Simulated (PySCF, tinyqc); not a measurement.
Worked calculation: MP2 on RHF in the sto-6g basis, for H4, spin multiplicity 1. The lowest restricted solution is unstable here: a spin-polarised one lies 0.0174 hartree lower (PySCF). Computed by tinyqc, a small Python program that keeps every step (integrals from PySCF). Settings: charge = 0, multiplicity = 1, basis = sto-6g, method = RHF, energy threshold = 1e-10, iteration cap = 60, orthogonalisation = symmetric, start = atomic densities, DIIS depth = 6. Command: `OMP_NUM_THREADS=1 python tinyqc.py 29467 29468 out.jsonl` (the two numbers bound the seeds that draw the settings). One thread of a shared host (Intel(R) Xeon(R) Processor @ 2.60GHz), about 0.1 s of CPU time with the checks. The early iterations of the SCF are left out here.

## One-electron integrals

Geometry (angstrom):
```
atom         x         y         z
H     0.000000  0.000000  0.000000
H     0.000000  0.000000  1.161000
H     0.000000  0.000000  2.219000
H     0.000000  0.000000  3.380000
```

Basis sto-6g: exponents (1/bohr^2) and contraction coefficients of normalised primitives:
```
element  l (shell)   exponent  coefficient
H            s (1)  35.523221     0.009164
H            s (1)   6.513144     0.049361
H            s (1)   1.822143     0.168538
H            s (1)   0.625955     0.370563
H            s (1)   0.243077     0.416492
H            s (1)   0.100112     0.130334
```

Overlap, kinetic and nuclear-attraction integrals over the contracted functions; the nuclear repulsion is the sum of Za Zb / Rab.

nuclear repulsion = 2.04526852 hartree

overlap S, lower triangle:
```
          1H 1s     2H 1s     3H 1s     4H 1s
1H 1s  1.000000
2H 1s  0.407390  1.000000
3H 1s  0.083929  0.463311  1.000000
4H 1s  0.010793  0.083929  0.407390  1.000000
```

kinetic energy T (hartree), lower triangle:
```
           1H 1s      2H 1s     3H 1s     4H 1s
1H 1s   0.768522
2H 1s   0.063420   0.768522
3H 1s  -0.011979   0.092187  0.768522
4H 1s  -0.003332  -0.011979  0.063420  0.768522
```

nuclear attraction V (hartree), lower triangle:
```
           1H 1s      2H 1s      3H 1s      4H 1s
1H 1s  -2.082995
2H 1s  -0.819453  -2.414380
3H 1s  -0.162339  -1.018079  -2.414380
4H 1s  -0.019416  -0.162339  -0.819453  -2.082995
```

core Hamiltonian H = T + V (hartree), lower triangle:
```
           1H 1s      2H 1s      3H 1s      4H 1s
1H 1s  -1.314473
2H 1s  -0.756033  -1.645858
3H 1s  -0.174318  -0.925892  -1.645858
4H 1s  -0.022748  -0.174318  -0.756033  -1.314473
```

## Two-electron integrals

Functions are numbered as in S; the eight-fold symmetry (ij|kl) = (ji|kl) = (kl|ij) leaves the list below.

Two-electron integrals (ij|kl) in chemists' order, unique and non-zero (hartree):
```
(11|11) 0.774999   (21|11) 0.241604   (21|21) 0.102061   (22|11) 0.428829
(22|21) 0.241604   (22|22) 0.774999   (31|11) 0.036835   (31|21) 0.017318
(31|22) 0.047691   (31|31) 0.003422   (32|11) 0.145336   (32|21) 0.082693
(32|22) 0.283563   (32|31) 0.019622   (32|32) 0.135413   (33|11) 0.238099
(33|21) 0.131851   (33|22) 0.459558   (33|31) 0.036835   (33|32) 0.283563
(33|33) 0.774999   (41|11) 0.003633   (41|21) 0.001757   (41|22) 0.005033
(41|31) 0.000378   (41|32) 0.002325   (41|33) 0.005033   (41|41) 0.000046
(42|11) 0.020421   (42|21) 0.011104   (42|22) 0.036835   (42|31) 0.002784
(42|32) 0.019622   (42|33) 0.047691   (42|41) 0.000378   (42|42) 0.003422
(43|11) 0.077653   (43|21) 0.040488   (43|22) 0.131851   (43|31) 0.011104
(43|32) 0.082693   (43|33) 0.241604   (43|41) 0.001757   (43|42) 0.017318
(43|43) 0.102061   (44|11) 0.156558   (44|21) 0.077653   (44|22) 0.238099
(44|31) 0.020421   (44|32) 0.145336   (44|33) 0.428829   (44|41) 0.003633
(44|42) 0.036835   (44|43) 0.241604   (44|44) 0.774999
```

## Orthogonalisation

S = U s U^T; symmetric (Loewdin) form X = U s^(-1/2) U^T, so that X^T S X = 1.

eigenvalues of S: 0.368208  0.696138  1.157688  1.777966

X, lower triangle:
```
           1H 1s      2H 1s      3H 1s     4H 1s
1H 1s   1.075411
2H 1s  -0.249069   1.187533
3H 1s   0.045344  -0.307102   1.187533
4H 1s  -0.007343   0.045344  -0.249069  1.075411
```

## Iteration 10 (converged): orbitals

converged F (hartree), lower triangle:
```
           1H 1s      2H 1s      3H 1s      4H 1s
1H 1s  -0.203637
2H 1s  -0.409563  -0.303041
3H 1s  -0.118382  -0.378294  -0.303041
4H 1s   0.012517  -0.118382  -0.409563  -0.203637
```

Diagonalise F' = X^T F X, C = X C', fill 2 alpha and 2 beta electrons from the bottom; D = 2 C_occ C_occ^T. Each column has its largest component positive (the first on a tie).

F' = X^T F X (hartree), lower triangle:
```
           1          2          3          4
1  -0.038896
2  -0.407624   0.029475
3   0.053048  -0.376160   0.029475
4   0.022347   0.053048  -0.407624  -0.038896
```

orbital energies (hartree): MO1 -0.572733, MO2 -0.344247, MO3 0.209499, MO4 0.688639

coefficients C:
```
            MO1        MO2        MO3        MO4
1H 1s  0.284521   0.543386   0.714272  -0.578143
2H 1s  0.447516   0.375827  -0.456138   1.009485
3H 1s  0.447516  -0.375827  -0.456138  -1.009485
4H 1s  0.284521  -0.543386   0.714272   0.578143
```

D after iteration 10, lower triangle:
```
           1H 1s      2H 1s     3H 1s     4H 1s
1H 1s   0.752440
2H 1s   0.663093   0.683032
3H 1s  -0.153783   0.118049  0.683032
4H 1s  -0.428633  -0.153783  0.663093  0.752440
```

## Convergence

Stop when the energy changes by less than 1e-10 hartree and every element of the error matrix X^T (F D S - S D F) X is below 3e-06.

Course of the cycle:
```
iteration  E (hartree)     change  largest element of the error matrix
1          -1.47005700          -                             3.68e-02
2          -2.02946151  -5.59e-01                             4.66e-02
3          -2.03109263  -1.63e-03                             3.68e-02
4          -2.03328203  -2.19e-03                             1.14e-02
5          -2.03352358  -2.42e-04                             3.63e-04
6          -2.03352378  -2.03e-07                             1.37e-04
7          -2.03352380  -2.07e-08                             8.43e-05
8          -2.03352381  -1.25e-08                             1.08e-05
9          -2.03352382  -2.27e-10                             4.60e-07
10         -2.03352382  -4.87e-13                             2.86e-08
```

PySCF RHF in the same basis = -2.03352382 hartree

Converged in 10 iterations.

## Integrals over molecular orbitals

(pq|rs) = sum C_ip C_jq C_kr C_ls (ij|kl), one index at a time.

one-electron integrals over orbitals h = C^T H C (hartree), lower triangle:
```
           1          2          3          4
1  -1.720428
2   0.000000  -1.441384
3   0.153136   0.000000  -1.222166
4   0.000000  -0.120090   0.000000  -0.972877
```

Two-electron integrals over orbitals (pq|rs), unique and non-zero (hartree):
```
(11|11) 0.480433    (21|21) 0.147278    (22|11) 0.407270    (22|22) 0.429875
(31|11) -0.085175   (31|22) 0.015678    (31|31) 0.107663    (32|21) 0.099316
(32|32) 0.148608    (33|11) 0.417395    (33|22) 0.426572    (33|31) 0.002363
(33|33) 0.442846    (41|21) 0.045541    (41|32) -0.053790   (41|41) 0.103386
(42|11) 0.085543    (42|22) -0.005454   (42|31) -0.099666   (42|33) -0.006963
(42|42) 0.105160    (43|21) -0.143136   (43|32) -0.101812   (43|41) -0.043915
(43|43) 0.154039    (44|11) 0.502697    (44|22) 0.432334    (44|31) -0.087940
(44|33) 0.446213    (44|42) 0.093161    (44|44) 0.552366
```

## Second-order Moller-Plesset energy

Hartree-Fock energy = -2.03352382 hartree

E2 = sum_ijab (ia|jb) [2 (ia|jb) - (ib|ja)] / (e_i + e_j - e_a - e_b) over occupied i, j and virtual a, b; the opposite-spin part is (ia|jb)^2 / denominator, the rest is same-spin, and SCS-MP2 scales them by 6/5 and 1/3.

Terms:
```
i  j  a  b    (ia|jb)    (ib|ja)  denominator       term
2  2  3  3   0.148608   0.148608    -1.107493  -0.019941
2  1  4  3  -0.099666  -0.053790    -1.815118  -0.007992
1  2  3  4  -0.099666  -0.053790    -1.815118  -0.007992
1  1  3  3   0.107663   0.107663    -1.564464  -0.007409
2  2  4  4   0.105160   0.105160    -2.065771  -0.005353
1  1  4  4   0.103386   0.103386    -2.522743  -0.004237
1  2  4  3  -0.053790  -0.099666    -1.815118  -0.000235
2  1  3  4  -0.053790  -0.099666    -1.815118  -0.000235
```

Pair energies (hartree; pair i-j sums ij and ji):
```
pair  opposite spin  same spin
1-1       -0.011646   0.000000
2-1       -0.014133  -0.002319
2-2       -0.025294   0.000000
```

MP2 correlation energy = -0.05339235 hartree

SCS-MP2 correlation energy = -0.06206105 hartree

MP2 total energy = -2.08691617 hartree
